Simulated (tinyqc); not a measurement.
# Haynes-Shockley experiment: what a collector records, against the sweep field along the drift

A sheet injected at x = 0, t = 0 gives at x = L the signal n(t) = N0 exp(-t/tau - (L - v t)^2/(4 D t))/sqrt(4 pi D t), D = mu Vt, v = mu F. Its peak lies at tp = [-D + sqrt(D^2 + u^2 L^2)]/u^2, u^2 = v^2 + 4 D/tau; dt is the full width at half height. Simple readings: mobility L/(F tp), diffusion coefficient (L dt/tp)^2/(16 ln 2 tp). Area v times the integral of n over N0: (v/u) exp(L (v - u)/(2 D)).

Inputs (values chosen for the exercise): temperature T = 250 K; minority-carrier mobility mu = 459 cm^2/(V s); lifetime tau = 6.1e-7 s; distance from injector to collector L = 100 um.

Constants: q = 1.602176634e-19 C, kB = 1.380649e-23 J/K, Vt = kB T/q. Results are converted to the units shown.

Haynes-Shockley experiment: what a collector records, against the sweep field along the drift:
```
F (V/cm)  L/v (us)  tp (us)   dt (us)  apparent mobility (cm^2/(V s))  apparent D (cm^2/s)     area  exp(-L/(v tau))
15           1.452   0.8599    0.9042                           775.3                11.59  0.09959          0.09245
26          0.8379   0.6485    0.5799                           593.1                11.12   0.2386           0.2532
45          0.4841   0.4314    0.3082                           515.1                10.67   0.4333           0.4522
79          0.2758   0.2621    0.1438                           482.9                10.35   0.6245           0.6363
140         0.1556   0.1521   0.06291                           469.7                10.15   0.7696           0.7748
240        0.09078  0.08973   0.02836                           464.4                10.04   0.8596           0.8617
410        0.05314  0.05281   0.01277                           461.8                9.977   0.9158           0.9166
720        0.03026  0.03016  0.005499                           460.5                9.939   0.9513           0.9516
```

True values: mu = 459 cm^2/(V s), D = 9.89 cm^2/s. The apparent mobility is 69 % above the true one in the first row and 0.33 % above it in the last, and the apparent D 17 % above and 0.51 % above D. The peak always comes before L/v, since spreading and decay both weigh down the later part of the signal; the shift is 41 % and 0.33 % in these rows.

Numbers from tinyqc (`OMP_NUM_THREADS=1 python tinyqc.py 2310035 2310036 out.jsonl`; about 0.01 s on one thread of a shared Intel Xeon 2.30GHz).
